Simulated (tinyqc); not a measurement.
Length of a molecular wire: coherent transport through a tight-binding bridge. Computed by the program tinyqc. T = Gamma_L Gamma_R |G_1n|^2 with the self-energies of semi-infinite chains.

A uniform bridge between two chains:
```
parameter                        value
site energy (eV)              4.950000
hopping in the bridge (eV)    1.440000
lead hopping (eV)             2.540000
couplings (eV)              0.89, 1.06
E (eV)                       -0.140000
```

Transmission against length:
```
sites           T     ln T
2      2.0017e-03   -6.214
3      1.9234e-04   -8.556
4      1.8496e-05  -10.898
5      1.7788e-06  -13.240
6      1.7107e-07  -15.581
7      1.6452e-08  -17.923
8      1.5822e-09  -20.264
9      1.5216e-10  -22.606
10     1.4634e-11  -24.948
```

What does the comparison show, and why?

E lies outside the band of the bridge (|E - e|/2h = 1.767 > 1), so T decays as exp(-beta n) with beta = 2 arccosh(1.767) = 2.3416 a site; the last two rows give 2.3416.
